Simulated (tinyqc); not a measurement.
Inside a calculation. Method: tight binding, dimerised chain. Computed by tinyqc, a small Python program that keeps every step. Settings: t1 = 0.95, t2 = 1.82, delta = 0, points = 8, cells = 5. Command: `OMP_NUM_THREADS=1 python tinyqc.py 29242 29243 out.jsonl` (the two numbers bound the seeds that draw the settings). One thread of a shared host (Intel(R) Xeon(R) Processor @ 2.60GHz), about 0.01 s of CPU time with the checks.

## Bloch Hamiltonian at k

Parameters chosen for this model:
```
parameter     value                      unit
t1         0.950000       eV, inside the cell
t2         1.820000         eV, between cells
delta             0  eV, +/- on the two sites
```

k point k (2 pi / a): 0.32000

H_AA = +delta, H_BB = -delta, H_AB = -t1 - t2 exp(-i k a).

H(k) at k (eV):
```
                   A                  B
A            0.00000  -0.17508+1.64679i
B  -0.17508-1.64679i            0.00000
```

## Levels at k

Diagonalise the Hermitian matrix.

eigenvalues (eV): -1.65607  1.65607

weights |c|^2 of the basis functions:
```
    band 1   band 2
A  0.50000  0.50000
B  0.50000  0.50000
```

## Bloch Hamiltonian at X

k point X (2 pi / a): 0.50000

As before.

H(k) at X (eV):
```
         A        B
A  0.00000  0.87000
B  0.87000  0.00000
```

## Levels at X

As before.

eigenvalues (eV): -0.87000  0.87000

weights |c|^2 of the basis functions:
```
    band 1   band 2
A  0.50000  0.50000
B  0.50000  0.50000
```

## Bands along a path

The same steps at evenly spaced points between the labelled ones.

Bands along the path (eV):
```
k           band 1   band 2
G         -2.77000  2.77000
G-X 0.25  -2.58071  2.58071
G-X 0.50  -2.05302  2.05302
G-X 0.75  -1.33031  1.33031
X         -0.87000  0.87000
```

With 1 band(s) filled, the highest filled level on these points lies at X and the lowest empty one at X: a gap of 1.7400 eV, direct.

## Berry (Zak) phase of the lower band

On 8 points k_j = j/N: phase = -Im ln of the product of <u_j|u_(j+1)>, closed with u_N = u_0 (the cell-periodic part is taken without the site positions). Single arguments depend on the phases chosen for the u_j; only their sum modulo 2 pi does not.

Overlaps:
```
j  |<u_j|u_j+1>|  argument (rad)
0        0.96612        -0.26103
1        0.95999        -0.28383
2        0.93284         1.45829
3        0.79160         0.65737
4        0.79160         0.65737
5        0.93284         1.45829
6        0.95999        -0.28383
7        0.96612        -0.26103
```

phase / pi, folded into (-1, 1] = 1.00000

## Open chain of 5 cells

H of the open chain (eV):
```
           1         2         3         4         5         6         7         8
1    0.00000  -0.95000   0.00000   0.00000   0.00000   0.00000   0.00000   0.00000
2   -0.95000   0.00000  -1.82000   0.00000   0.00000   0.00000   0.00000   0.00000
3    0.00000  -1.82000   0.00000  -0.95000   0.00000   0.00000   0.00000   0.00000
4    0.00000   0.00000  -0.95000   0.00000  -1.82000   0.00000   0.00000   0.00000
5    0.00000   0.00000   0.00000  -1.82000   0.00000  -0.95000   0.00000   0.00000
6    0.00000   0.00000   0.00000   0.00000  -0.95000   0.00000  -1.82000   0.00000
7    0.00000   0.00000   0.00000   0.00000   0.00000  -1.82000   0.00000  -0.95000
8    0.00000   0.00000   0.00000   0.00000   0.00000   0.00000  -0.95000   0.00000
9    0.00000   0.00000   0.00000   0.00000   0.00000   0.00000   0.00000  -1.82000
10   0.00000   0.00000   0.00000   0.00000   0.00000   0.00000   0.00000   0.00000

           9        10
1    0.00000   0.00000
2    0.00000   0.00000
3    0.00000   0.00000
4    0.00000   0.00000
5    0.00000   0.00000
6    0.00000   0.00000
7    0.00000   0.00000
8   -1.82000   0.00000
9    0.00000  -0.95000
10  -0.95000   0.00000
```

The same hoppings without the wrap-around bond.

levels (eV): -2.66294  -2.35199  -1.86913  -1.28166  -0.05157  0.05157  1.28166  1.86913  2.35199  2.66294

weights of the highest filled level on the sites: 0.36682  0.00108  0.09936  0.00642  0.02633  0.02633  0.00642  0.09936  0.00108  0.36682

The bulk gap runs from -0.8700 to 0.8700 eV; 2 level(s) of this chain lie inside it: end states, which need the weaker bond inside the cell and a chain longer than their decay length.
